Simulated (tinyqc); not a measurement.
Inside a calculation. Model: geometry relaxation of a small cluster. Computed by tinyqc, a small Python program that keeps every step. Command: `OMP_NUM_THREADS=1 python tinyqc.py 3019343 3019344 out.jsonl relax walk`. One thread of a shared host (Intel(R) Xeon(R) Processor @ 2.30GHz), about 0.01 s of CPU time with the checks. Intermediate numbers are printed to about 6 digits and carried at full precision; extremes and crossings named in words are read from the listed rows.

E = sum_(i<j) phi(r_ij), phi(r) = eps [exp(-2 alpha (r - r0)) - 2 exp(-alpha (r - r0))]; the force on i is -sum_j phi'(r_ij) (R_i - R_j)/r_ij.

Inputs (values chosen for the exercise, for model atoms): length r0 = 2.8 angstrom; well depth eps = 0.55 eV; stiffness alpha = 1.82 1/angstrom; step factor eta = 0.047 angstrom^2/eV; largest number of steps = 500.

Potential: Morse. Method: BFGS.

starting positions (angstrom), rows atom 1, atom 2, atom 3, atom 4, columns x, y, z:
```
[[0.09, -0.07, -0.14],
 [2.9, 0.12, -0.15],
 [1.68, 2.56, -0.1],
 [1.51, 0.61, 2.24]]
```

## Energy and forces at the start

Evaluate E and the forces at the starting positions.

distances (angstrom): 1-2 2.81643, 1-3 3.07353, 1-4 2.85363, 2-3 2.72846, 2-4 2.80790, 3-4 3.05074

energy at the start = -3.12560 eV

forces (eV/angstrom), rows atom 1, atom 2, atom 3, atom 4, columns x, y, z:
```
[[0.388022, 0.452449, 0.146841],
 [0.070721, -0.282526, 0.018369],
 [-0.414561, -0.421844, 0.356090],
 [-0.044183, 0.251921, -0.521300]]
```

## The first two steps

BFGS: R(new) = R + B F with the inverse Hessian B = eta 1 at first; with s = R(new) - R, y = F - F(new), rho = 1/(y.s): B(new) = (1 - rho s y^T) B (1 - rho y s^T) + rho s s^T, skipped if y.s is not positive. No atom moves more than 0.3 angstrom a step (the whole step is scaled). Stop when the largest force component is below 1e-5 eV/angstrom.

positions after step 1 (angstrom), rows atom 1, atom 2, atom 3, atom 4, columns x, y, z:
```
[[0.10824, -0.04873, -0.13310],
 [2.90332, 0.10672, -0.14914],
 [1.66052, 2.54017, -0.08326],
 [1.50792, 0.62184, 2.21550]]
```

energy after step 1 = -3.18057 eV

positions after step 2 (angstrom), rows atom 1, atom 2, atom 3, atom 4, columns x, y, z:
```
[[0.19185, 0.07509, -0.11321],
 [2.94563, 0.02404, -0.15568],
 [1.54091, 2.41821, 0.01840],
 [1.50161, 0.70266, 2.10050]]
```

energy after step 2 = -3.19487 eV

## All steps

The formulas are those given above.

Course of the relaxation:
```
step    E (eV)  largest force (eV/angstrom)  force calls
0     -3.12560                  5.21300e-01            1
1     -3.18057                  3.91305e-01            2
2     -3.19487                  1.20557e+00            3
3     -3.27717                  2.43782e-01            4
4     -3.29253                  1.26027e-01            5
5     -3.29816                  1.02114e-01            6
6     -3.29922                  5.84911e-02            7
7     -3.29988                  2.06742e-02            8
8     -3.29995                  1.27468e-02            9
9     -3.29999                  5.87083e-03           10
10    -3.30000                  2.92500e-03           11
11    -3.30000                  1.61355e-03           12
12    -3.30000                  6.42510e-04           13
13    -3.30000                  2.08571e-04           14
14    -3.30000                  2.35946e-04           15
15    -3.30000                  1.44645e-04           16
16    -3.30000                  5.83037e-05           17
17    -3.30000                  9.52882e-06           18
```

final positions (angstrom), rows atom 1, atom 2, atom 3, atom 4, columns x, y, z:
```
[[0.14518, 0.04067, -0.16703],
 [2.94511, 0.02846, -0.15124],
 [1.55483, 2.45454, -0.00540],
 [1.53488, 0.69633, 2.17367]]
```

final energy = -3.3 eV

steps = 17

largest force at the end = 9.52882e-06 eV/angstrom

Converged in 17 steps.

## Curvatures at the end

Hessian at the final positions by central differences of the forces; six eigenvalues vanish (translations and rotations). Steepest descent is stable for eta below 2/lambda_max and contracts the softest mode by 1 - eta lambda_min a step.

non-zero eigenvalues (eV/angstrom^2): [3.6436, 3.6436, 7.2872, 7.2872, 7.2873, 14.5745]

condition number = 4.00001

largest stable eta = 0.137226 angstrom^2/eV

contraction of the softest mode = 0.828750

All are positive, so the end point is a minimum.

## Four methods from the same start

Steepest descent: R(new) = R + eta F. Conjugate gradient (Polak-Ribiere): d = F + beta d(old), beta = max(0, F.(F - F(old))/|F(old)|^2), d = F at first; step length from one secant, s = eta (F.d)/(F.d - F(R + eta d).d), replaced by eta if that is not positive; R(new) = R + s d. FIRE with unit mass: if F.v > 0, v = (1 - a) v + a |v| F/|F|, and after more than 5 such steps in a row dt = min(1.1 dt, 5 dt0), a = 0.99 a; else v = 0, a = 0.1, and dt = dt/2 (not at the first step). Then v = v + dt F, R(new) = R + dt v. dt0 = sqrt(eta), a = 0.1 at first. In this comparison each method may take up to 1500 steps.

Cost:
```
method              steps  force calls  final E (eV)  calls to reach 1e-2
steepest descent       56           57          -3.3                   20
conjugate gradient     21           43          -3.3                   35
BFGS                   17           18          -3.3                   10
FIRE                  105          106          -3.3                   37
```

In force calls the order is BFGS (18), conjugate gradient (43), steepest descent (57), FIRE (106). All that converged end at the same energy. Near the minimum steepest descent multiplies the slowest mode by 0.829 in size a step, 12 steps a decade of force, at a condition number of 4.0. On this problem it beats FIRE in force calls.

Checks made by the program: forces against finite differences of E (relative difference 7e-10).
